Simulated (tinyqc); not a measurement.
Inside a calculation: sp3s* tight binding. Values are carried at full precision from step to step, so a last printed digit may differ when a step is redone from the rounded ones.

sp3s* tight binding, nearest neighbours only: anion (a) at 0, cation (c) at a/4 (1,1,1), orbitals s, px, py, pz, s* on each; k in units of 2 pi/a. With phases e_j = exp(i (pi/2) k.n_j) for n = (1,1,1), (1,-1,-1), (-1,1,-1), (-1,-1,1): g0 = (e1+e2+e3+e4)/4, g1 = (e1+e2-e3-e4)/4, g2 = (e1-e2+e3-e4)/4, g3 = (e1-e2-e3+e4)/4. The diagonal holds the levels Esa, Epa, Exa (s*) and Esc, Epc, Exc. Anion-cation block: <sa|sc> = Vss g0; <sa|xc> = Vsapc g1; <xa|sc> = -Vscpa g1; <xa|xc> = Vxx g0; <xa|yc> = <ya|xc> = Vxy g3, <xa|zc> = <za|xc> = Vxy g2, <ya|zc> = <za|yc> = Vxy g1; <s*a|xc> = Vxapc g1; <xa|s*c> = -Vpaxc g1; y and z take g2 and g3 in place of g1; s-s* and s*-s* vanish.

Constants: hbar^2/2m0 = 3.80998211 eV angstrom^2.

Values chosen for the exercise (near a published set for Si, fitted to gaps, whose masses and valley positions are rough; the results hold for these values, not for the real material): k = (0.08, 0.08, 0.08) 2 pi/a (wave vector); Esa = -4.169 eV (s level of the anion); Epa = 1.695 eV (p level of the anion); Esc = -4.169 eV (s level of the cation); Epc = 1.695 eV (p level of the cation); Exa = 6.589 eV (s* level of the anion); Exc = 6.589 eV (s* level of the cation); Vss = -8.272 eV (s-s); Vxx = 1.735 eV (px-px); Vxy = 4.529 eV (px-py); Vsapc = 5.739 eV (s anion, p cation); Vscpa = 5.739 eV (s cation, p anion); Vxapc = 5.394 eV (s* anion, p cation); Vpaxc = 5.394 eV (p anion, s* cation); a = 5.427 angstrom (lattice constant).

## Phase sums

Form g0 to g3 at this k.

g0, g1, g2, g3: 0.97653-0.00197i  -0.01558+0.12336i  -0.01558+0.12336i  -0.01558+0.12336i

## The Hamiltonian without spin-orbit coupling

Fill in the 10 x 10 matrix.

H(k) (eV), lower triangle (Hermitian):
```
                  sa               xa               ya               za              s*a       sc
sa           -4.1690
xa                 0           1.6950
ya                 0                0           1.6950
za                 0                0                0           1.6950
s*a                0                0                0                0           6.5890
sc   -8.0779-0.0163i   0.0894+0.7080i   0.0894+0.7080i   0.0894+0.7080i                0  -4.1690
xc   -0.0894-0.7080i   1.6943+0.0034i  -0.0706-0.5587i  -0.0706-0.5587i  -0.0841-0.6654i        0
yc   -0.0894-0.7080i  -0.0706-0.5587i   1.6943+0.0034i  -0.0706-0.5587i  -0.0841-0.6654i        0
zc   -0.0894-0.7080i  -0.0706-0.5587i  -0.0706-0.5587i   1.6943+0.0034i  -0.0841-0.6654i        0
s*c                0   0.0841+0.6654i   0.0841+0.6654i   0.0841+0.6654i                0        0

         xc      yc      zc     s*c
xc   1.6950
yc        0  1.6950
zc        0       0  1.6950
s*c       0       0       0  6.5890
```

## Levels at this k

Diagonalise H, which belongs to k = (0.08, 0.08, 0.08) (2 pi/a). Four bands are filled (two electrons each); give the make-up of band 5, the lowest empty one.

levels (eV): -12.3441  -0.7174  -0.1572  -0.1572  3.2504  3.5472  3.5472  4.2461  6.7966  6.9983

weights of band 5: s 0.044, p 0.853, s* 0.103

weight of band 5 on atom a = 0.500

The vertical gap at this k is 3.4077 eV; band 5 is mostly p-like.

## Levels at Gamma

At k = 0 only g0 = 1 is left and H falls into 2 x 2 blocks [[E_a, V], [V, E_c]] with roots (E_a + E_c)/2 -/+ sqrt(((E_a - E_c)/2)^2 + V^2); the s* levels stay uncoupled. The direct gap runs from the highest lower root of the p blocks to the lowest upper root.

Blocks at Gamma (eV):

| block | E_a | E_c | V | lower root | upper root |
|---|---|---|---|---|---|
| s (Gamma1) | -4.1690 | -4.1690 | -8.2720 | -12.4410 | 4.1030 |
| p (Gamma15) | 1.6950 | 1.6950 | 1.7350 | -0.0400 | 3.4300 |

direct gap at Gamma = 3.4700 eV

The lowest empty level at Gamma is p-like.

## Bands near the gap

Diagonalise at L = (1/2,1/2,1/2), X = (1,0,0), W = (1,1/2,0), K = (3/4,3/4,0) and at the fractions named between them; energies from the top of the valence band at Gamma; 4 bands are filled.

Levels (eV):

| k | level 2 | level 3 | level 4 | level 5 | level 6 |
|---|---|---|---|---|---|
| L | -7.033 | -1.397 | -1.397 | 2.462 | 2.532 |
| L-G 0.5 | -3.882 | -0.797 | -0.797 | 2.378 | 4.005 |
| G | 0.000 | 0.000 | 0.000 | 3.470 | 3.470 |
| G-X 0.2 | -0.952 | -0.429 | -0.429 | 2.860 | 3.899 |
| G-X 0.4 | -2.837 | -1.274 | -1.274 | 1.905 | 4.055 |
| G-X 0.6 | -4.825 | -2.068 | -2.068 | 1.287 | 3.316 |
| G-X 0.7 | -5.766 | -2.377 | -2.377 | 1.174 | 2.869 |
| G-X 0.8 | -6.650 | -2.606 | -2.606 | 1.201 | 2.417 |
| G-X 0.9 | -7.474 | -2.746 | -2.746 | 1.359 | 1.994 |
| X | -8.238 | -2.794 | -2.794 | 1.631 | 1.631 |
| W | -8.238 | -2.794 | -2.794 | 1.631 | 1.631 |
| K | -7.765 | -3.002 | -2.385 | 1.603 | 1.795 |
| K-G 0.5 | -4.557 | -1.940 | -0.862 | 2.214 | 3.384 |

On these points the lowest empty level is lowest at G-X 0.7, 1.174 eV above the top.

## Valleys and masses

The lowest conduction level at Gamma, at its minimum on (x,0,0) for x from 0.5 to 1, and at the point L (L, and X where the search ends there, need not be minima in this model; a zero or negative inverse mass shows it). Inverse masses m0/m = (E(+h) + E(-h) - 2 E)/(2 c q^2) with c = hbar^2/2m0, q = h 2 pi/a, h = 0.002; longitudinal along the valley axis ([100] at Gamma and Delta, [111] at L), transverse along [010] or [1-10]. A dash: the next level lies within 0.15 eV, so a single mass has no use there.

Valleys:

| valley | x (2 pi/a) | E - Ev (eV) | m0/m_l | m0/m_t |
|---|---|---|---|---|
| Gamma | 0.0000 | 3.4700 | - | - |
| Delta | 0.7307 | 1.1678 | 1.36 | 0.60 |
| L | 0.5000 | 2.4622 | - | - |

Of these three the lowest is the Delta line, which makes the gap indirect, 1.1678 eV. At Delta m0/m_t is 0.60. This nearest-neighbour model is fitted to gaps: it places the Delta minimum and the masses at Delta and L only roughly (transverse masses can be several times too heavy), and since its bands are flat from X to W the transverse mass grows too heavy towards X; d orbitals or second neighbours cure this.

## Checks

- Direct gap at Gamma from the blocks against the full matrix: both 3.47000.

Run: tinyqc, `OMP_NUM_THREADS=1 python tinyqc.py 1482580 1482581 out.jsonl`; Intel(R) Xeon(R) Processor @ 2.30GHz, one thread, shared host; about 0.07 s of CPU time with all checks.
